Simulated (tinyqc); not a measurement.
Hueckel theory of the pi electrons with the omega technique, for the molecule Clc1cccc2ccccc12 (SMILES; centres numbered as the heavy atoms are written), step by step. Computed by tinyqc, a small Python program that keeps every step. Settings: charge = 0, omega = 1.0, damping = 0.5. Command: `OMP_NUM_THREADS=1 python tinyqc.py 20016 20017 out.jsonl` (the two numbers bound the seeds that draw the settings). One thread of a shared host (Intel(R) Xeon(R) Processor @ 2.60GHz), about 0.04 s of CPU time with the checks.

## The Hueckel matrix

Centres:
```
centre  z_r, pi electrons of the neutral centre         h
1Cl                                           2  2.000000
2C                                            1  0.000000
3C                                            1  0.000000
4C                                            1  0.000000
5C                                            1  0.000000
6C                                            1  0.000000
7C                                            1  0.000000
8C                                            1  0.000000
9C                                            1  0.000000
10C                                           1  0.000000
11C                                           1  0.000000
```

Bonds:
```
i    j         k
1    2  0.400000
2    3         1
3    4         1
4    5         1
5    6         1
6    7         1
7    8         1
8    9         1
9   10         1
10  11         1
11   2         1
11   6         1
```

H_rr = alpha + h_r beta, H_rs = k_rs beta for bonded centres.

Hueckel matrix in units of beta (H = alpha + beta A):
```
          1Cl        2C        3C        4C        5C        6C        7C        8C
1Cl  2.000000  0.400000  0.000000  0.000000  0.000000  0.000000  0.000000  0.000000
2C   0.400000  0.000000  1.000000  0.000000  0.000000  0.000000  0.000000  0.000000
3C   0.000000  1.000000  0.000000  1.000000  0.000000  0.000000  0.000000  0.000000
4C   0.000000  0.000000  1.000000  0.000000  1.000000  0.000000  0.000000  0.000000
5C   0.000000  0.000000  0.000000  1.000000  0.000000  1.000000  0.000000  0.000000
6C   0.000000  0.000000  0.000000  0.000000  1.000000  0.000000  1.000000  0.000000
7C   0.000000  0.000000  0.000000  0.000000  0.000000  1.000000  0.000000  1.000000
8C   0.000000  0.000000  0.000000  0.000000  0.000000  0.000000  1.000000  0.000000
9C   0.000000  0.000000  0.000000  0.000000  0.000000  0.000000  0.000000  1.000000
10C  0.000000  0.000000  0.000000  0.000000  0.000000  0.000000  0.000000  0.000000
11C  0.000000  1.000000  0.000000  0.000000  0.000000  1.000000  0.000000  0.000000

           9C       10C       11C
1Cl  0.000000  0.000000  0.000000
2C   0.000000  0.000000  1.000000
3C   0.000000  0.000000  0.000000
4C   0.000000  0.000000  0.000000
5C   0.000000  0.000000  0.000000
6C   0.000000  0.000000  1.000000
7C   0.000000  0.000000  0.000000
8C   1.000000  0.000000  0.000000
9C   0.000000  1.000000  0.000000
10C  1.000000  0.000000  1.000000
11C  0.000000  1.000000  0.000000
```

## Orbitals, round 1

pi electrons, sum of z_r less the charge = 12

Diagonalise; E = alpha + x beta with beta < 0, so the largest x are filled first; degenerate levels share their electrons. P = sum n_i c_ri c_si; each orbital has its largest coefficient positive (the first on a tie).

x values: 2.355047  2.048241  1.597088  1.269277  1.000000  0.597277  -0.628996  -1.000000  -1.310548  -1.621189  -2.306197

occupations: 2.000000  2.000000  2.000000  2.000000  2.000000  2.000000  0.000000  0.000000  0.000000  0.000000  0.000000

coefficients:
```
          MO1        MO2        MO3        MO4        MO5        MO6        MO7        MO8
1Cl  0.396861   0.860385  -0.194023   0.204324   0.000000   0.121021   0.064286   0.000000
2C   0.352260   0.103764   0.195436  -0.373261   0.000000  -0.424398  -0.422517   0.000000
3C   0.239523   0.017072   0.404583  -0.198618   0.408248  -0.282593   0.250532   0.408248
4C   0.211828  -0.068798   0.450719   0.121160   0.408248   0.255612   0.264933  -0.408248
5C   0.259342  -0.157986   0.315255   0.352404   0.000000   0.435264  -0.417174   0.000000
6C   0.398934  -0.254796   0.052771   0.326138  -0.408248   0.004361  -0.002532   0.408248
7C   0.248844  -0.215206  -0.216129   0.418439   0.000000  -0.413360   0.429252   0.000000
8C   0.187106  -0.185998  -0.397948   0.204978   0.408248  -0.251251  -0.267465  -0.408248
9C   0.191799  -0.165763  -0.419429  -0.158266   0.408248   0.263293  -0.261017   0.408248
10C  0.264590  -0.153524  -0.271917  -0.405861   0.000000   0.408510   0.431644   0.000000
11C  0.431322  -0.148691  -0.014846  -0.356884  -0.408248  -0.019299  -0.010485  -0.408248

           MO9       MO10       MO11
1Cl  -0.048561   0.029985   0.028445
2C    0.401911  -0.271453  -0.306225
3C   -0.165237   0.426292   0.232841
4C   -0.185360  -0.419646  -0.230752
5C    0.408160   0.254034   0.299319
6C   -0.349553   0.007809  -0.459536
7C    0.392009  -0.268485   0.298465
8C   -0.164193   0.427455  -0.228784
9C   -0.176826  -0.424501   0.229155
10C   0.395932   0.260741  -0.299693
11C  -0.342062   0.001791   0.461996
```

charge and bond-order matrix P:
```
           1Cl         2C         3C         4C         5C         6C         7C         8C
1Cl   1.983602   0.127058  -0.087070  -0.013772   0.061015  -0.007949  -0.017995   0.005823
2C    0.127058   0.984975   0.718568   0.003721  -0.359379   0.001636   0.084660  -0.002085
3C   -0.087070   0.718568   1.014649   0.604569  -0.012056  -0.240243   0.004382   0.155188
4C   -0.013772   0.003721   0.604569   0.998872   0.723705  -0.000435  -0.169715   0.000693
5C    0.061015  -0.359379  -0.012056   0.723705   1.010493   0.554362  -0.004123  -0.169343
6C   -0.007949   0.001636  -0.240243  -0.000435   0.554362   0.999811   0.554734   0.000246
7C   -0.017995   0.084660   0.004382  -0.169715  -0.004123   0.554734   1.001813   0.724448
8C    0.005823  -0.002085   0.155188   0.000693  -0.169343   0.000246   0.724448   0.999553
9C    0.028806  -0.168550  -0.005774   0.155560   0.005062  -0.241036  -0.002015   0.603404
10C  -0.015630   0.004506  -0.168178  -0.001405   0.083867  -0.000527  -0.362080   0.000878
11C  -0.058264   0.550018   0.008875  -0.239871  -0.006994   0.518721   0.002367  -0.241407

            9C        10C        11C
1Cl   0.028806  -0.015630  -0.058264
2C   -0.168550   0.004506   0.550018
3C   -0.005774  -0.168178   0.008875
4C    0.155560  -0.001405  -0.239871
5C    0.005062   0.083867  -0.006994
6C   -0.241036  -0.000527   0.518721
7C   -0.002015  -0.362080   0.002367
8C    0.603404   0.000878  -0.241407
9C    1.002446   0.724077  -0.003328
10C   0.724077   0.998240   0.555898
11C  -0.003328   0.555898   1.005547
```

## Omega technique, round 1

h_r = h_r(0) + omega q_r, omega = 1, with q_r = z_r - P_rr; 0.5 of the old diagonal is kept.

matrix after round 1:
```
          1Cl        2C         3C        4C         5C        6C         7C        8C
1Cl  2.008199  0.400000   0.000000  0.000000   0.000000  0.000000   0.000000  0.000000
2C   0.400000  0.007513   1.000000  0.000000   0.000000  0.000000   0.000000  0.000000
3C   0.000000  1.000000  -0.007324  1.000000   0.000000  0.000000   0.000000  0.000000
4C   0.000000  0.000000   1.000000  0.000564   1.000000  0.000000   0.000000  0.000000
5C   0.000000  0.000000   0.000000  1.000000  -0.005247  1.000000   0.000000  0.000000
6C   0.000000  0.000000   0.000000  0.000000   1.000000  0.000095   1.000000  0.000000
7C   0.000000  0.000000   0.000000  0.000000   0.000000  1.000000  -0.000907  1.000000
8C   0.000000  0.000000   0.000000  0.000000   0.000000  0.000000   1.000000  0.000224
9C   0.000000  0.000000   0.000000  0.000000   0.000000  0.000000   0.000000  1.000000
10C  0.000000  0.000000   0.000000  0.000000   0.000000  0.000000   0.000000  0.000000
11C  0.000000  1.000000   0.000000  0.000000   0.000000  1.000000   0.000000  0.000000

            9C       10C        11C
1Cl   0.000000  0.000000   0.000000
2C    0.000000  0.000000   1.000000
3C    0.000000  0.000000   0.000000
4C    0.000000  0.000000   0.000000
5C    0.000000  0.000000   0.000000
6C    0.000000  0.000000   1.000000
7C    0.000000  0.000000   0.000000
8C    1.000000  0.000000   0.000000
9C   -0.001223  1.000000   0.000000
10C   1.000000  0.000880   1.000000
11C   0.000000  1.000000  -0.002773
```

## Orbitals, round 2

As before.

x values: 2.356034  2.054125  1.595923  1.269358  0.998262  0.597139  -0.629034  -1.001742  -1.310721  -1.622391  -2.306953

occupations: 2.000000  2.000000  2.000000  2.000000  2.000000  2.000000  0.000000  0.000000  0.000000  0.000000  0.000000

coefficients:
```
          MO1        MO2        MO3        MO4        MO5        MO6        MO7        MO8
1Cl  0.406870   0.856663  -0.192002   0.202569  -0.000148   0.120739   0.063894   0.000051
2C   0.353809   0.098357   0.197895  -0.374166   0.000374  -0.425926  -0.421260  -0.000385
3C   0.238721   0.012762   0.404255  -0.196600   0.407927  -0.281565   0.251595  -0.408584
4C   0.210375  -0.072049   0.450226   0.123170   0.409832   0.255730   0.264841   0.406688
5C   0.256811  -0.160718   0.314017   0.352878   0.000962   0.434127  -0.418338   0.000958
6C   0.396028  -0.258930   0.052569   0.326609  -0.408867   0.005782  -0.003886  -0.407643
7C   0.246748  -0.217002  -0.217010   0.418243  -0.001582  -0.412807   0.429784  -0.001519
8C   0.185543  -0.187016  -0.399098   0.204669   0.407286  -0.252659  -0.266073   0.409163
9C   0.190355  -0.167111  -0.419830  -0.158490   0.408070   0.261991  -0.262356  -0.408449
10C  0.263173  -0.156455  -0.271432  -0.406043   0.000574   0.409425   0.430783  -0.000502
11C  0.429459  -0.154129  -0.013116  -0.356567  -0.407497  -0.017868  -0.009001   0.408952

           MO9       MO10       MO11
1Cl  -0.048409   0.029686   0.028295
2C    0.401666  -0.269444  -0.305244
3C   -0.167421   0.427098   0.233257
4C   -0.183450  -0.420347  -0.231160
5C    0.407976   0.255107   0.300148
6C   -0.349153   0.007803  -0.459693
7C    0.392403  -0.267962   0.298484
8C   -0.164822   0.426693  -0.228624
9C   -0.176330  -0.424397   0.228992
10C   0.395726   0.261325  -0.299369
11C  -0.342705   0.000195   0.461903
```

charge and bond-order matrix P:
```
           1Cl         2C         3C         4C         5C         6C         7C         8C
1Cl   1.983784   0.125992  -0.086876  -0.013608   0.060827  -0.007715  -0.017911   0.005606
2C    0.125992   0.990860   0.718712   0.003178  -0.359487   0.000464   0.084690  -0.001082
3C   -0.086876   0.718712   1.009815   0.604539  -0.010040  -0.240280   0.003534   0.155228
4C   -0.013608   0.003178   0.604539   1.001367   0.723725  -0.000444  -0.169720   0.000678
5C    0.060827  -0.359487  -0.010040   0.723725   1.006758   0.554393  -0.003050  -0.169377
6C   -0.007715   0.000464  -0.240280  -0.000444   0.554393   1.001051   0.554723  -0.000431
7C   -0.017911   0.084690   0.003534  -0.169720  -0.003050   0.554723   1.000814   0.724460
8C    0.005606  -0.001082   0.155228   0.000678  -0.169377  -0.000431   0.724460   1.000577
9C    0.028734  -0.168608  -0.005110   0.155571   0.004223  -0.241019  -0.001488   0.603387
10C  -0.015309   0.003106  -0.168233  -0.001287   0.083912  -0.000038  -0.362094   0.000203
11C  -0.058223   0.550129   0.008309  -0.239892  -0.006062   0.518695   0.002300  -0.241380

            9C        10C        11C
1Cl   0.028734  -0.015309  -0.058223
2C   -0.168608   0.003106   0.550129
3C   -0.005110  -0.168233   0.008309
4C    0.155571  -0.001287  -0.239892
5C    0.004223   0.083912  -0.006062
6C   -0.241019  -0.000038   0.518695
7C   -0.001488  -0.362094   0.002300
8C    0.603387   0.000203  -0.241380
9C    1.001394   0.724100  -0.002887
10C   0.724100   0.999827   0.555858
11C  -0.002887   0.555858   1.003752
```

## Omega technique, round 2

As before.

matrix after round 2:
```
          1Cl        2C         3C         4C         5C         6C         7C         8C
1Cl  2.012207  0.400000   0.000000   0.000000   0.000000   0.000000   0.000000   0.000000
2C   0.400000  0.008326   1.000000   0.000000   0.000000   0.000000   0.000000   0.000000
3C   0.000000  1.000000  -0.008570   1.000000   0.000000   0.000000   0.000000   0.000000
4C   0.000000  0.000000   1.000000  -0.000401   1.000000   0.000000   0.000000   0.000000
5C   0.000000  0.000000   0.000000   1.000000  -0.006002   1.000000   0.000000   0.000000
6C   0.000000  0.000000   0.000000   0.000000   1.000000  -0.000478   1.000000   0.000000
7C   0.000000  0.000000   0.000000   0.000000   0.000000   1.000000  -0.000860   1.000000
8C   0.000000  0.000000   0.000000   0.000000   0.000000   0.000000   1.000000  -0.000177
9C   0.000000  0.000000   0.000000   0.000000   0.000000   0.000000   0.000000   1.000000
10C  0.000000  0.000000   0.000000   0.000000   0.000000   0.000000   0.000000   0.000000
11C  0.000000  1.000000   0.000000   0.000000   0.000000   1.000000   0.000000   0.000000

            9C       10C        11C
1Cl   0.000000  0.000000   0.000000
2C    0.000000  0.000000   1.000000
3C    0.000000  0.000000   0.000000
4C    0.000000  0.000000   0.000000
5C    0.000000  0.000000   0.000000
6C    0.000000  0.000000   1.000000
7C    0.000000  0.000000   0.000000
8C    1.000000  0.000000   0.000000
9C   -0.001309  1.000000   0.000000
10C   1.000000  0.000526   1.000000
11C   0.000000  1.000000  -0.003263
```

## Convergence

Each round sets h_r = h_r(0) + omega (z_r - P_rr), keeping the share named as damping of the old diagonal; repeat until output and input diagonals agree to 1e-6.

Rounds:
```
round    sum n x  largest |h(out) - h(in)|
1      17.733860                  1.64e-02
2      17.741682                  8.02e-03
3      17.745598                  3.95e-03
4      17.747535                  1.95e-03
5      17.748493                  9.64e-04
6      17.748966                  4.76e-04
7      17.749200                  2.35e-04
8      17.749315                  1.16e-04
9      17.749372                  5.75e-05
10     17.749401                  2.84e-05
11     17.749415                  1.40e-05
12     17.749422                  6.94e-06
13     17.749425                  3.43e-06
14     17.749427                  1.69e-06
15     17.749427                  8.37e-07
```

Converged in 15 rounds.

## Energy, charges, bond orders

final x values: 2.356783  2.059721  1.595233  1.269125  0.997173  0.596678  -0.629562  -1.002828  -1.311298  -1.623300  -2.307725

occupations: 2.000000  2.000000  2.000000  2.000000  2.000000  2.000000  0.000000  0.000000  0.000000  0.000000  0.000000

final P:
```
           1Cl         2C         3C         4C         5C         6C         7C         8C
1Cl   1.983888   0.125542  -0.086659  -0.013545   0.060624  -0.007640  -0.017834   0.005544
2C    0.125542   0.991779   0.718758   0.003225  -0.359515   0.000230   0.084696  -0.000930
3C   -0.086659   0.718758   1.009140   0.604530  -0.009533  -0.240290   0.003333   0.155237
4C   -0.013545   0.003225   0.604530   1.001189   0.723730  -0.000342  -0.169721   0.000699
5C    0.060624  -0.359515  -0.009533   0.723730   1.006521   0.554400  -0.002998  -0.169384
6C   -0.007640   0.000230  -0.240290  -0.000342   0.554400   1.000977   0.554721  -0.000550
7C   -0.017834   0.084696   0.003333  -0.169721  -0.002998   0.554721   1.001063   0.724462
8C    0.005544  -0.000930   0.155237   0.000699  -0.169384  -0.000550   0.724462   1.000486
9C    0.028642  -0.168622  -0.004908   0.155574   0.004169  -0.241016  -0.001545   0.603383
10C  -0.015203   0.002950  -0.168248  -0.001383   0.083921   0.000154  -0.362096   0.000152
11C  -0.058109   0.550164   0.008049  -0.239899  -0.005962   0.518688   0.002314  -0.241374

            9C        10C        11C
1Cl   0.028642  -0.015203  -0.058109
2C   -0.168622   0.002950   0.550164
3C   -0.004908  -0.168248   0.008049
4C    0.155574  -0.001383  -0.239899
5C    0.004169   0.083921  -0.005962
6C   -0.241016   0.000154   0.518688
7C   -0.001545  -0.362096   0.002314
8C    0.603383   0.000152  -0.241374
9C    1.001544   0.724105  -0.002883
10C   0.724105   0.999784   0.555847
11C  -0.002883   0.555847   1.003632
```

E = sum n x; q_r = z_r - P_rr; bond order p = P_rs; free valence = sqrt(3) - sum of p over the bonds of the atom.

pi energy = 12 alpha + this times beta = 17.749427

pi charges: 1Cl 0.016112, 2C 0.008221, 3C -0.009140, 4C -0.001189, 5C -0.006521, 6C -0.000977, 7C -0.001063, 8C -0.000486, 9C -0.001544, 10C 0.000216, 11C -0.003632

Bond orders and lengths from R = 1.517 - 0.180 p (angstrom, C-C alone):
```
bond          p         R
1-2    0.125542         -
2-3    0.718758  1.387623
3-4    0.604530  1.408185
4-5    0.723730  1.386729
5-6    0.554400  1.417208
6-7    0.554721  1.417150
7-8    0.724462  1.386597
8-9    0.603383  1.408391
9-10   0.724105  1.386661
10-11  0.555847  1.416948
11-2   0.550164  1.417971
11-6   0.518688  1.423636
```

free valence of the carbons: 2C 0.337586, 3C 0.408762, 4C 0.403790, 5C 0.453921, 6C 0.104242, 7C 0.452868, 8C 0.404206, 9C 0.404562, 10C 0.452098, 11C 0.107352

gap between the highest filled and the next level = 1.226240 |beta|
